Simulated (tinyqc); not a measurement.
Comparisons within one model: electrons shared among three sets of ellipsoidal valleys. A value that a table varies takes the place of the one given here.

F_j(eta) = (1/Gamma(j + 1)) integral_0^infinity x^j dx/(1 + exp(x - eta)), which tends to exp(eta) for eta << 0.

Sets Delta2, Delta4, L: N_i = M_i times N = 2 (m kB T/(4 pi c))^(3/2) with c = hbar^2/2m0, in 1/angstrom^3; times 1e24 for 1/cm^3, m = (ml mt^2)^(1/3); n = sum_i N_i F_1/2((EF - dE_i)/kT), energies from the edge of the first set; mu_drift = sum of share times mobility.

Constants: hbar^2/2m0 = 3.80998211 eV angstrom^2; kB = 8.617333262e-05 eV/K.

Parameters, chosen for this exercise (masses and offsets near those of Si; mobilities are free inputs, held fixed; shifted at random, so the results belong to these values and not to a real crystal):
- dE = (0, 0.145, 0.857) eV (edges of Delta2, Delta4, L above the first, the first two split by strain)
- M = (2, 4, 4) (valleys in each set)
- ml = (0.91, 0.91, 1.753) m0 (longitudinal masses of Delta2, Delta4, L)
- mt = (0.1978, 0.1978, 0.1225) m0 (transverse masses)
- mu = (1400, 890, 450) cm^2/(V s) (mobility of each set, for current in the plane normal to the Delta2 axis)
- n = 1.3e+16 1/cm^3 (total electron density)
- T = 400 K

## Transfer between valleys with temperature

Offsets, masses and mobilities are held fixed; n is fixed too, so the high values of T stand for hot electrons, not for the lattice.

Populations:

| T (K) | EF (eV) | share Delta2 | share Delta4 | share L | mu_drift |
|---|---|---|---|---|---|
| 77 | -0.0302 | 1.0000 | 0.0000 | 0.0000 | 1400 |
| 150 | -0.0717 | 1.0000 | 0.0000 | 0.0000 | 1400 |
| 300 | -0.1706 | 0.9927 | 0.0073 | 0.0000 | 1396 |
| 450 | -0.2810 | 0.9546 | 0.0454 | 0.0000 | 1377 |
| 600 | -0.4004 | 0.8920 | 0.1080 | 0.0000 | 1345 |
| 900 | -0.6598 | 0.7643 | 0.2357 | 0.0000 | 1280 |
| 1200 | -0.9380 | 0.6700 | 0.3297 | 0.0003 | 1232 |
| 2000 | -1.7346 | 0.5336 | 0.4601 | 0.0064 | 1159 |

The share of Delta2 goes from 1.000 to 0.534 and the mean mobility from 1400 to 1159 cm^2/(V s). Delta2 holds more than Delta4 throughout. The share of L is at most 0.0064.

## Transfer between valleys with doping

Parabolic valleys; band tails and gap narrowing are left out.

Populations:

| n (1/cm^3) | EF (eV) | share Delta2 | share Delta4 | share L | mu_drift |
|---|---|---|---|---|---|
| 1.0e+16 | -0.2521 | 0.9711 | 0.0289 | 0.0000 | 1385 |
| 1.0e+17 | -0.1727 | 0.9710 | 0.0290 | 0.0000 | 1385 |
| 1.0e+18 | -0.0926 | 0.9704 | 0.0296 | 0.0000 | 1385 |
| 3.0e+18 | -0.0532 | 0.9691 | 0.0309 | 0.0000 | 1384 |
| 1.0e+19 | -0.0063 | 0.9640 | 0.0360 | 0.0000 | 1382 |
| 3.0e+19 | 0.0461 | 0.9460 | 0.0540 | 0.0000 | 1372 |
| 1.0e+20 | 0.1273 | 0.8537 | 0.1463 | 0.0000 | 1325 |

The share of Delta2 goes from 0.971 to 0.854 and the mean mobility from 1385 to 1325 cm^2/(V s). Delta2 holds more than Delta4 throughout. The share of L is at most 1.6e-10.

## Moving the second set by strain or alloying

The second entry of dE is replaced by the values listed; a negative value puts that set lowest.

Populations:

| offset (eV) | EF (eV) | share Delta2 | share Delta4 | share L | mu_drift |
|---|---|---|---|---|---|
| -0.100 | -0.3669 | 0.0267 | 0.9733 | 0.0000 | 904 |
| -0.050 | -0.3198 | 0.1049 | 0.8951 | 0.0000 | 944 |
| 0.000 | -0.2799 | 0.3333 | 0.6667 | 0.0000 | 1060 |
| 0.025 | -0.2654 | 0.5080 | 0.4920 | 0.0000 | 1149 |
| 0.050 | -0.2553 | 0.6808 | 0.3192 | 0.0000 | 1237 |
| 0.100 | -0.2456 | 0.9009 | 0.0991 | 0.0000 | 1349 |
| 0.150 | -0.2429 | 0.9749 | 0.0251 | 0.0000 | 1387 |
| 0.200 | -0.2423 | 0.9940 | 0.0060 | 0.0000 | 1397 |
| 0.300 | -0.2421 | 0.9997 | 0.0003 | 0.0000 | 1400 |

The share of Delta2 goes from 0.027 to 1.000 and the mean mobility from 904 to 1400 cm^2/(V s). Delta2 and Delta4 hold equal numbers between offset = 0 and 0.025 eV. The share of L is at most 2.7e-11. With Boltzmann statistics the first two sets are equal at kT ln(N_2/N_1) = 0.0239 eV.

## What moves the populations

All else solved anew. Each row changes one parameter from the base and keeps the others.

Results:

| case | EF (eV) | share Delta2 | share Delta4 | share L | mu_drift (cm^2/(V s)) |
|---|---|---|---|---|---|
| base | -0.2431 | 0.9711 | 0.0289 | 0.0000 | 1385 |
| T = 450 K | -0.2810 | 0.9546 | 0.0454 | 0.0000 | 1377 |
| n = 3.9e+16 1/cm^3 | -0.2052 | 0.9710 | 0.0290 | 0.0000 | 1385 |
| dE = (0, 0.116, 0.857) eV | -0.2444 | 0.9353 | 0.0647 | 0.0000 | 1367 |
| mt = (0.1978, 0.2374, 0.1225) m0 | -0.2433 | 0.9655 | 0.0345 | 0.0000 | 1382 |
| ml = (0.91, 1.092, 1.753) m0 | -0.2432 | 0.9684 | 0.0316 | 0.0000 | 1384 |
| mu = (1680, 890, 450) cm^2/(V s) | -0.2431 | 0.9711 | 0.0289 | 0.0000 | 1657 |

The largest shifts from the base row, up to three for each result and ties (the steps differ in size, so this ranks the rows, not the parameters). EF (eV): T -0.0379, n +0.0379, dE -0.0013; unchanged at the printed digits by mu. share Delta2: dE -0.0357, T -0.0165, mt -0.0056; unchanged at the printed digits by mu. share Delta4: dE +0.0357, T +0.0165, mt +0.0056; unchanged at the printed digits by mu. share L: unchanged at the printed digits by T, n, dE, mt, ml and mu. mu_drift (cm^2/(V s)): mu +272, dE -18, T -8; unchanged at the printed digits by n.

(tinyqc, `OMP_NUM_THREADS=1 python tinyqc.py 1650815 1650816 out.jsonl`, Intel(R) Xeon(R) Processor @ 2.30GHz, 1 thread, shared host, about 0.01 s.)
